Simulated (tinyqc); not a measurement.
Worked calculation: plane-wave Kohn-Sham cycle with exchange-only LDA in a layered model solid. Computed by tinyqc, a small Python program that keeps every step. Settings: points = 16, plane-wave index or count = 3, electrons = 4, k points = 1, area = 32.0, mixing = 1.0, iteration cap = 78, Kerker q0 = 0.96. Command: `OMP_NUM_THREADS=1 python tinyqc.py 23727 23728 out.jsonl` (the two numbers bound the seeds that draw the settings). One thread of a shared host (Intel(R) Xeon(R) Processor @ 2.60GHz), about 0.02 s of CPU time with the checks. Later iterations appear only in the table of the cycle.

## Iteration 1: potential

A solid whose potential varies along x alone (atomic units):
```
parameter                      value
period a                   14.800000
cross-section of the cell  32.000000
electrons per cell                 4
grid points                       16
plane waves -n..n, n               3
k points                           1
V1 in V1 cos(2 pi x/a)     -0.620000
V2 in V2 cos(4 pi x/a)      0.080000
```

density at the start, on the grid x_j = j a/N (e/bohr^3): [0.00844595, 0.00844595, 0.00844595, 0.00844595, 0.00844595, 0.00844595, 0.00844595, 0.00844595, 0.00844595, 0.00844595, 0.00844595, 0.00844595, 0.00844595, 0.00844595, 0.00844595, 0.00844595]

V_H(G) = 4 pi rho(G)/G^2 for G != 0 (uniform background); v_x = -(3 rho/pi)^(1/3); V = V_ext + V_H + v_x; Fourier components f(G_m) = (1/N) sum_j f(x_j) exp(-i G_m x_j).

Potentials on the grid (hartree):
```
x              V_ext       V_H        v_x          V
0.000000   -0.540000  0.000000  -0.200543  -0.740543
0.925000   -0.516237  0.000000  -0.200543  -0.716779
1.850000   -0.438406  0.000000  -0.200543  -0.638949
2.775000   -0.293832  0.000000  -0.200543  -0.494375
3.700000   -0.080000  0.000000  -0.200543  -0.280543
4.625000    0.180695  0.000000  -0.200543  -0.019847
5.550000    0.438406  0.000000  -0.200543   0.237864
6.475000    0.629374  0.000000  -0.200543   0.428831
7.400000    0.700000  0.000000  -0.200543   0.499457
8.325000    0.629374  0.000000  -0.200543   0.428831
9.250000    0.438406  0.000000  -0.200543   0.237864
10.175000   0.180695  0.000000  -0.200543  -0.019847
11.100000  -0.080000  0.000000  -0.200543  -0.280543
12.025000  -0.293832  0.000000  -0.200543  -0.494375
12.950000  -0.438406  0.000000  -0.200543  -0.638949
13.875000  -0.516237  0.000000  -0.200543  -0.716779
```

V(G_m), m = 0, 1, 2, ... (hartree): [-0.200543, -0.310000, 0.040000, 0.000000, 0.000000, 0.000000, 0.000000]

## Iteration 1: Hamiltonian at one k

k = 0.000000 2 pi / a

H(m,m') = (k + G_m)^2/2 delta + V(G_m - G_m'), with V(-G) = V(G).

H (hartree), order -3, -2, -1, +0, +1, +2, +3:
$$\begin{pmatrix}
0.610510 & -0.310000 & 0.040000 & 0.000000 & 0.000000 & 0.000000 & 0.000000 \\
-0.310000 & 0.159925 & -0.310000 & 0.040000 & 0.000000 & 0.000000 & 0.000000 \\
0.040000 & -0.310000 & -0.110426 & -0.310000 & 0.040000 & 0.000000 & 0.000000 \\
0.000000 & 0.040000 & -0.310000 & -0.200543 & -0.310000 & 0.040000 & 0.000000 \\
0.000000 & 0.000000 & 0.040000 & -0.310000 & -0.110426 & -0.310000 & 0.040000 \\
0.000000 & 0.000000 & 0.000000 & 0.040000 & -0.310000 & 0.159925 & -0.310000 \\
0.000000 & 0.000000 & 0.000000 & 0.000000 & 0.040000 & -0.310000 & 0.610510
\end{pmatrix}$$

## Iteration 1: levels at that k

Diagonalise the Hermitian matrix.

eigenvalues (hartree): [-0.616928, -0.361280, -0.096104, 0.177165, 0.386065, 0.804124, 0.826434]

## Iteration 1: new density

Motion across x is left out: the lowest 2 band(s) hold two electrons at each of the k points (j + 1/2)/nk - 1/2. Residual R = rho(out) - rho(in); rho(new) = rho(in) + 1 R, with R(G) scaled by G^2/(G^2 + 0.96^2) (Kerker). rho(out) = 2/(a A nk) sum |psi|^2 with psi = sum c exp(i G x). Harris energy E = band energy - dV sum rho (V_H/2 + v_x) + (3/4) dV sum rho v_x with rho(in), dV = a A/N, band energy = (2/nk) sum of the filled levels.

rho(out) (e/bohr^3): [0.01768002, 0.02039756, 0.02063319, 0.01259867, 0.00420562, 0.00077063, 0.00010494, 0.00001692, 0.00000005, 0.00001692, 0.00010494, 0.00077063, 0.00420562, 0.01259867, 0.02063319, 0.02039756]

density after iteration 1 (e/bohr^3): [0.00794567, 0.01067582, 0.01262036, 0.00918536, 0.00600943, 0.00610679, 0.00718627, 0.00781581, 0.00798978, 0.00781581, 0.00718627, 0.00610679, 0.00600943, 0.00918536, 0.01262036, 0.01067582]

energy per cell = -1.75587312 hartree

## Iteration 2: potential

As before.

Potentials on the grid (hartree):
```
x              V_ext        V_H        v_x          V
0.000000   -0.540000   0.132732  -0.196502  -0.603771
0.925000   -0.516237   0.132560  -0.216832  -0.600510
1.850000   -0.438406   0.109258  -0.229270  -0.558418
2.775000   -0.293832   0.046542  -0.206232  -0.453522
3.700000   -0.080000  -0.024596  -0.179034  -0.283629
4.625000    0.180695  -0.072761  -0.179995  -0.072061
5.550000    0.438406  -0.096557  -0.190031   0.151818
6.475000    0.629374  -0.106341  -0.195426   0.327607
7.400000    0.700000  -0.108943  -0.196865   0.394192
8.325000    0.629374  -0.106341  -0.195426   0.327607
9.250000    0.438406  -0.096557  -0.190031   0.151818
10.175000   0.180695  -0.072761  -0.179995  -0.072061
11.100000  -0.080000  -0.024596  -0.179034  -0.283629
12.025000  -0.293832   0.046542  -0.206232  -0.453522
12.950000  -0.438406   0.109258  -0.229270  -0.558418
13.875000  -0.516237   0.132560  -0.216832  -0.600510
```

V(G_m), m = 0, 1, 2, ... (hartree): [-0.199188, -0.250580, 0.044689, 0.000060, 0.002273, 0.000748, 0.000021]

## Iteration 2: Hamiltonian at one k

k = 0.000000 2 pi / a

As before.

H (hartree), order -3, -2, -1, +0, +1, +2, +3:
$$\begin{pmatrix}
0.611864 & -0.250580 & 0.044689 & 0.000060 & 0.002273 & 0.000748 & 0.000021 \\
-0.250580 & 0.161280 & -0.250580 & 0.044689 & 0.000060 & 0.002273 & 0.000748 \\
0.044689 & -0.250580 & -0.109071 & -0.250580 & 0.044689 & 0.000060 & 0.002273 \\
0.000060 & 0.044689 & -0.250580 & -0.199188 & -0.250580 & 0.044689 & 0.000060 \\
0.002273 & 0.000060 & 0.044689 & -0.250580 & -0.109071 & -0.250580 & 0.044689 \\
0.000748 & 0.002273 & 0.000060 & 0.044689 & -0.250580 & 0.161280 & -0.250580 \\
0.000021 & 0.000748 & 0.002273 & 0.000060 & 0.044689 & -0.250580 & 0.611864
\end{pmatrix}$$

## Iteration 2: levels at that k

As before.

eigenvalues (hartree): [-0.513140, -0.301609, -0.068154, 0.171359, 0.330445, 0.747340, 0.762716]

## Iteration 2: new density

As before.

rho(out) (e/bohr^3): [0.01601681, 0.01871074, 0.01997956, 0.01368837, 0.00557609, 0.00135822, 0.00021923, 0.00002646, 0.00000100, 0.00002646, 0.00021923, 0.00135822, 0.00557609, 0.01368837, 0.01997956, 0.01871074]

density after iteration 2 (e/bohr^3): [0.00874958, 0.01178088, 0.01427940, 0.01046107, 0.00574281, 0.00474294, 0.00582441, 0.00679889, 0.00712474, 0.00679889, 0.00582441, 0.00474294, 0.00574281, 0.01046107, 0.01427940, 0.01178088]

energy per cell = -1.46159396 hartree

## Convergence

Stop when sqrt(dV sum R^2) is below 1e-8, dV = a A/N.

Course of the cycle:
```
iteration  E (hartree)  norm of the residual
1          -1.75587312              1.89e-01
2          -1.46159396              1.41e-01
3          -1.28748233              1.08e-01
4          -1.18807229              8.21e-02
5          -1.13335381              6.20e-02
6          -1.10449344              4.61e-02
7          -1.08996821              3.38e-02
8          -1.08301184              2.44e-02
9          -1.07985282              1.74e-02
10         -1.07850227              1.24e-02
11         -1.07796741              8.74e-03
...                ...                   ...
42         -1.07775979              2.33e-07
43         -1.07775979              1.66e-07
44         -1.07775979              1.19e-07
45         -1.07775979              8.51e-08
46         -1.07775979              6.08e-08
47         -1.07775979              4.35e-08
48         -1.07775979              3.11e-08
49         -1.07775979              2.22e-08
50         -1.07775979              1.59e-08
51         -1.07775979              1.14e-08
52         -1.07775979              8.13e-09
```

Converged in 52 iterations. Before convergence this energy mixes input and output and is not variational, so it may rise towards its limit.
